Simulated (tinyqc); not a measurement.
Worked calculation (part 2 of 2): G0W0 on RHF in the sto-6g basis, for BeH2, spin multiplicity 1. Computed by tinyqc, a small Python program that keeps every step (integrals from PySCF). Command: `OMP_NUM_THREADS=1 python tinyqc.py 21533 21534 out.jsonl` (the two numbers bound the seeds that draw the settings). One thread of a shared host (Intel(R) Xeon(R) Processor @ 2.60GHz), about 0.2 s of CPU time with the checks.

Geometry (angstrom):
```
atom        x         y        z
Be    0.00000   0.00000  0.00000
H     0.00000   1.24600  0.00000
H     0.00000  -1.25500  0.00000
```

## Screening: direct RPA

orbital energies (hartree): MO1 -4.58717, MO2 -0.47363, MO3 -0.44131, MO4 0.20612, MO5 0.20612, MO6 0.50061, MO7 1.05412

Given earlier and not repeated: Two-electron integrals over orbitals (pq|rs).

With D = e_a - e_i and K = (ia|jb): diagonalise D^(1/2) (D + 4K) D^(1/2) = Z w^2 Z^T; X + Y = D^(1/2) Z w^(-1/2), each column of Z with its largest component positive (the first on a tie); E_c = (sum w - tr (D + 2K)) / 2.

D^(1/2) (D + 4K) D^(1/2) (hartree^2):
```
          1>4       1>5       1>6       1>7       2>4       2>5       2>6       2>7
1>4  23.28335   0.00000   0.00000   0.00000   0.11020   0.00000   0.00000   0.00000
1>5   0.00000  23.28335   0.00000   0.00000   0.00000   0.11020   0.00000   0.00000
1>6   0.00000   0.00000  26.39459  -0.00121   0.00000   0.00000  -0.03584  -0.00137
1>7   0.00000   0.00000  -0.00121  32.34523   0.00000   0.00000  -0.00152   0.07741
2>4   0.11020   0.00000   0.00000   0.00000   0.59772   0.00000   0.00000   0.00000
2>5   0.00000   0.11020   0.00000   0.00000   0.00000   0.59772   0.00000   0.00000
2>6   0.00000   0.00000  -0.03584  -0.00152   0.00000   0.00000   1.24759   0.01856
2>7   0.00000   0.00000  -0.00137   0.07741   0.00000   0.00000   0.01856   2.68667
3>4  -0.00291   0.00000   0.00000   0.00000  -0.00240   0.00000   0.00000   0.00000
3>5   0.00000  -0.00291   0.00000   0.00000   0.00000  -0.00240   0.00000   0.00000
3>6   0.00000   0.00000   0.00147  -0.02600   0.00000   0.00000  -0.00273   0.29563
3>7   0.00000   0.00000  -0.03323  -0.00350   0.00000   0.00000   0.34633   0.00806

          3>4       3>5       3>6       3>7
1>4  -0.00291   0.00000   0.00000   0.00000
1>5   0.00000  -0.00291   0.00000   0.00000
1>6   0.00000   0.00000   0.00147  -0.03323
1>7   0.00000   0.00000  -0.02600  -0.00350
2>4  -0.00240   0.00000   0.00000   0.00000
2>5   0.00000  -0.00240   0.00000   0.00000
2>6   0.00000   0.00000  -0.00273   0.34633
2>7   0.00000   0.00000   0.29563   0.00806
3>4   0.45927   0.00000   0.00000   0.00000
3>5   0.00000   0.45927   0.00000   0.00000
3>6   0.00000   0.00000   1.19753  -0.01784
3>7   0.00000   0.00000  -0.01784   2.72118
```

excitation energies w (hartree): 0.67766  0.67766  0.77280  0.77280  1.06798  1.08174  1.65590  1.67329  4.82534  4.82534  5.13758  5.68731

X + Y:
```
           1         2         3         4         5         6         7         8
1>4  0.00000   0.00012  -0.01210   0.00000   0.00000   0.00000   0.00000   0.00000
1>5  0.00012   0.00000   0.00000  -0.01210   0.00000   0.00000   0.00000   0.00000
1>6  0.00000   0.00000   0.00000   0.00000   0.00005   0.00239  -0.00033   0.00296
1>7  0.00000   0.00000   0.00000   0.00000   0.00296  -0.00008  -0.00442  -0.00044
2>4  0.00000   0.01732   0.93771   0.00033   0.00000   0.00000   0.00000   0.00000
2>5  0.01732   0.00000  -0.00033   0.93771   0.00000   0.00000   0.00000   0.00000
2>6  0.00000   0.00000   0.00000   0.00000   0.06151   0.92415  -0.01659   0.16559
2>7  0.00000   0.00000   0.00000   0.00000  -0.22512   0.00207   0.93304   0.13839
3>4  0.00027   0.97729  -0.01583  -0.00001   0.00000   0.00000   0.00000   0.00000
3>5  0.97729  -0.00027   0.00001  -0.01583   0.00000   0.00000   0.00000   0.00000
3>6  0.00000   0.00000   0.00000   0.00000   0.92036  -0.05983   0.14155   0.01171
3>7  0.00000   0.00000   0.00000   0.00000  -0.00247  -0.25651  -0.13678   0.91249

            9        10        11        12
1>4   0.00000   0.99666   0.00000   0.00000
1>5   0.99666   0.00000   0.00000   0.00000
1>6   0.00000   0.00000   0.99514  -0.00019
1>7   0.00000   0.00000   0.00021   0.99594
2>4   0.00000   0.00182   0.00000   0.00000
2>5   0.00182   0.00000   0.00000   0.00000
2>6   0.00000   0.00000  -0.00063  -0.00002
2>7   0.00000   0.00000  -0.00003   0.00135
3>4   0.00000  -0.00005   0.00000   0.00000
3>5  -0.00005   0.00000   0.00000   0.00000
3>6   0.00000   0.00000   0.00003  -0.00033
3>7   0.00000   0.00000  -0.00077  -0.00006
```

RPA correlation energy = -0.0356513 hartree

Within a degenerate level the vectors are fixed only up to a rotation; this is one choice.

## G0W0 on Hartree-Fock: HOMO

W(p,q,m) = sqrt2 sum_ia (pq|ia) (X+Y)_ia,m; Sigma_c(x) = sum_(i,m) W^2/(x - e_i + w_m) + sum_(a,m) W^2/(x - e_a - w_m); solve x = e_p + Sigma_c(x) by Newton steps; Z = 1/(1 - dSigma/dx); 1 hartree = 27.211386 eV.

The 12 largest terms at x = e_p (hartree; W for the signs of X + Y given):
```
q   m         W      term
2   5  -0.10972   0.01094
7   8   0.12159  -0.00467
2   7  -0.08233   0.00401
6   5   0.08753  -0.00381
6   7   0.09855  -0.00374
3   6  -0.05809   0.00312
7   6   0.06466  -0.00162
3   8  -0.04322   0.00112
5   1   0.02138  -0.00035
4   2   0.02138  -0.00035
2  12   0.02981   0.00016
7   7  -0.01635  -0.00008
```

Newton steps (hartree):
```
step         x  Sigma_c(x)        Z
0     -0.44131     0.00488  0.97846
1     -0.43653     0.00477  0.97856
2     -0.43653     0.00477  0.97856
```

quasiparticle energy of the HOMO = -11.87866 eV

Hartree-Fock value = -12.00856 eV

## G0W0 on Hartree-Fock: LUMO

As before.

The 12 largest terms at x = e_p (hartree; W for the signs of X + Y given):
```
q   m         W       term
4   8   0.08102   -0.00392
6   3   0.06291   -0.00371
2   3   0.06593    0.00299
4   6   0.04167   -0.00161
3   2   0.02138    0.00035
7   2   0.01918   -0.00024
6  10   0.02314   -0.00010
2  10   0.02164    0.00009
1   3   0.01997    0.00007
4   7  -0.01006   -0.00006
1  10   0.02267    0.00005
4  11  -0.00594  -6.87e-06
```

Newton steps (hartree):
```
step        x  Sigma_c(x)        Z
0     0.20612    -0.00610  0.99022
1     0.20007    -0.00604  0.99027
2     0.20007    -0.00604  0.99027
```

quasiparticle energy of the LUMO = 5.44426 eV

Hartree-Fock value = 5.60869 eV
